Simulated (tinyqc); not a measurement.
# Surface potential of a MOS transistor: implicit equation and explicit approximations: effects of single changes

p-type body, charge-sheet picture, depletion and inversion only, full ionisation (an idealisation for deep acceptors), Boltzmann statistics (rough once Na exp(x - xn) passes about Nc/7). In units of Vt: xg = (Vg - Vfb)/Vt, x = psi/Vt, G = gamma/sqrt(Vt), xn = (2 phiF + Vc)/Vt. The implicit equation is (xg - x)^2 = G^2 [x - 1 + exp(x - xn)] for x above about 3. Cox = eps0 eox/tox.

Values chosen for this exercise; band and dielectric values close to those of silicon: temperature T = 250 K; band gap Eg = 1.12 eV; relative permittivity eps_r = 11.9; conduction-band density of states at T Nc = 2.17e19 cm^-3; valence-band density of states at T Nv = 1.98e19 cm^-3; relative permittivity of the gate insulator (close to hafnium oxide) eox = 22.1; insulator thickness tox = 3.6 nm; acceptor density Na = 4.3e16 cm^-3; flat-band voltage Vfb = -0.41 V; channel-body voltage Vc = 0 V; gate-body voltage Vg = 0.63 V.

Constants: q = 1.602176634e-19 C, kB = 1.380649e-23 J/K, Vt = kB T/q, eps0 = 8.8541878128e-14 F/cm where lengths are in cm. Results are converted to the units shown.

Each table varies one quantity; the others keep the values above.

## Accuracy of the approximations against gate voltage

ni = sqrt(Nc Nv) exp(-Eg/(2 Vt)), Eg in volts; phiF = Vt ln(Na/ni); gamma = sqrt(2 q eps0 eps_r Na)/Cox; VT = Vfb + Vt (xn + G sqrt(xn - 1)). Depletion value a = 1 + [sqrt(G^2/4 + xg - 1) - G/2]^2; inversion value b = xn + ln[(xg - xn)^2/G^2 - xn + 1] and first guess y = min(a, b) - ln(1 + exp(-|a - b|)) if a > xn + 1, else b = y = a; one second-order correction with D = exp(y - xn), p = 2 (xg - y) + G^2 (1 + D), w = (xg - y)^2 - G^2 (y - 1 + D): z = y + 2 w/(p + sqrt(p^2 - 2 (2 - G^2 D) w)), or the Newton step z = y + w/p where the root is not real. N_inv = (Cox Vt G/q) [sqrt(x - 1 + exp(x - xn)) - sqrt(x - 1)] at the root. Lambert form (Cox m Vt/q) W0[(G/(2 m sqrt(xn - 1))) exp((Vg - VT)/(m Vt))], m = 1 + G/(2 sqrt(xn - 1)). Errors under 1e-4 mV, and the linear form below VT, are printed as 0.

Result of one run:
```
Vg (V)	psi (V)	x - xn	error of y (mV)	error of z (mV)	N_inv (cm^-2)	Cox (Vg - VT)/q (cm^-2)	Lambert form (cm^-2)
1.46	1.090	10.96	11.4	-0.975	2.569e13	3.379e13	2.783e13
```

What becomes of these results when the gate-body voltage Vg is changed from 1.46 to 0.86 V, all else the same?

Result of the changed run:
```
Vg (V)	psi (V)	x - xn	error of y (mV)	error of z (mV)	N_inv (cm^-2)	Cox (Vg - VT)/q (cm^-2)	Lambert form (cm^-2)
0.86	1.038	8.529	25.2	9.79	7.128e12	1.343e13	8.367e12
```

The whole series:
```
Vg (V)	psi (V)	x - xn	error of y (mV)	error of z (mV)	N_inv (cm^-2)	Cox (Vg - VT)/q (cm^-2)	Lambert form (cm^-2)
0.06	0.4554	-18.49	0	0	114.4	0	79.66
0.26	0.6524	-9.349	0	0	8.876e5	0	7.668e5
0.46	0.8496	-0.1947	0.212	0	7.288e9	0	7.308e9
0.66	0.9901	6.325	35.0	15.8	1.971e12	6.648e12	2.481e12
0.86	1.038	8.529	25.2	9.79	7.128e12	1.343e13	8.367e12
1.06	1.062	9.660	17.8	5.43	1.308e13	2.022e13	1.473e13
1.26	1.078	10.41	13.9	-2.42	1.931e13	2.700e13	2.125e13
1.46	1.090	10.96	11.4	-0.975	2.569e13	3.379e13	2.783e13
1.66	1.099	11.40	9.72	-0.524	3.215e13	4.057e13	3.446e13
```

psi rises from 0.455 to 1.10 V and ends 11 Vt above 2 phiF + Vc. Among the rows the first guess is off by at most 35 mV (at Vg = 0.66 V) and the corrected value by at most 16 mV. In the last row the linear form is 26 % above N_inv and the Lambert form 7.2 % above it; in the first row the Lambert form is 30 % below it. For Vg = 0.66, 0.86, 1.06, 1.26, 1.46, 1.66 the electron quasi-Fermi level lies less than 2 Vt below the band edge at the surface, or above it, where degeneracy and confinement, left out, matter.

## Effect of the acceptor density at fixed gate voltage

Same model as above.

Vfb is held fixed.

Effect of the acceptor density at fixed gate voltage:
```
Na (cm^-3)	psi (V)	x - xn	error of y (mV)	error of z (mV)	N_inv (cm^-2)	Cox (Vg - VT)/q (cm^-2)	Lambert form (cm^-2)
1.4e15	0.93122	10.443	46.8	26.6	3.5611e12	1.1210e13	5.3392e12
3.1e15	0.94325	9.4111	45.9	25.6	3.0886e12	9.9895e12	4.5094e12
6.9e15	0.95484	8.3490	43.7	23.5	2.5981e12	8.7297e12	3.6690e12
1.5e16	0.96543	7.2876	39.7	19.7	2.0983e12	7.4621e12	2.8467e12
3.3e16	0.97513	6.1607	32.6	13.4	1.5575e12	6.1067e12	2.0090e12
7.2e16	0.98264	4.9490	22.1	5.57	9.9211e11	4.6636e12	1.2023e12
1.6e17	0.98505	3.4639	9.70	-0.166	4.4038e11	3.0283e12	4.9278e11
3.4e17	0.97599	1.5359	1.43	-1.33e-4	1.0562e11	1.2643e12	1.0962e11
```

As Na goes from 1.4e15 to 3.4e17, psi goes from 0.931 through a maximum of 0.985 (at Na = 1.6e17 among the rows listed) to 0.976 V, x - xn falls from 10.4 to 1.54 and N_inv falls from 3.56e12 to 1.06e11 cm^-2. The Lambert form lies between 1.04 and 1.50 times N_inv. For Na = 1.4e15, 3.1e15, 6.9e15, 1.5e16, 3.3e16, 7.2e16, 1.6e17 the electron quasi-Fermi level lies less than 2 Vt below the band edge at the surface, or above it, where degeneracy and confinement, left out, matter.

tinyqc, about 0.01 s, one thread, Intel Xeon 2.30GHz (shared host): `OMP_NUM_THREADS=1 python tinyqc.py 2122003 2122004 out.jsonl`
